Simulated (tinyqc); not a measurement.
Hydrogen passivation of interface dangling bonds: competing passivation and dissociation with distributed barriers: one step, computed by the program tinyqc. Command: `OMP_NUM_THREADS=1 python tinyqc.py 3022127 3022128 out.jsonl passiv walk`. One thread of a shared host (Intel(R) Xeon(R) Processor @ 2.30GHz), about 0.02 s of CPU time with the checks.

P_b + H2 gives P_bH + H at the rate k_f [H2]; P_bH gives P_b + H at the rate k_d. All defects start unpassivated. E_f and E_d are Gaussian and independent.

Question. Distributed barriers. [H2] = solubility factor x p; a = k_f0 [H2] exp(-E_f/(k_B T)), d = k_d0 exp(-E_d/(k_B T)). For one pair of barriers the active share is y = [d + a exp(-(a + d) t)]/(a + d). Temperatures in kelvin are T(C) + 273.15. Average y over both Gaussians with 40 x 40 Gauss-Hermite points. Active density N0 y; threshold shift if each active defect holds one charge, e N0 y t_ox/(3.9 eps_0).

Inputs (values chosen for the exercise, close to those used for P_b centres at the silicon-oxide interface): defect density N0 = 9.9e+11 1/cm^2; passivation prefactor k_f0 = 9.4e-07 cm^3/s; mean passivation barrier E_f = 1.57 eV; spread sigma_f = 0.078 eV; dissociation prefactor k_d0 = 1.4e+13 1/s; mean dissociation barrier E_d = 2.67 eV; spread sigma_d = 0.099 eV; H2 in the oxide per atm, solubility factor = 8.7e+17 1/(cm^3 atm); hydrogen pressure p = 1 atm; anneal temperature T = 475 C; anneal time t = 2400 s; oxide thickness = 1.6 nm.

Constants: k_B = 8.617333262e-05 eV/K; e = 1.602176634e-19 C; eps_0 = 8.8541878128e-12 F/m.

Give: active share y; active density; threshold shift.

Answer.

active share y = 4.501e-06

active density = 4.456e+06 1/cm^2

threshold shift = 3.308e-04 mV

Caution: densities below a few 1e9 per cm^2 are formal: other defects set the floor in real interfaces.
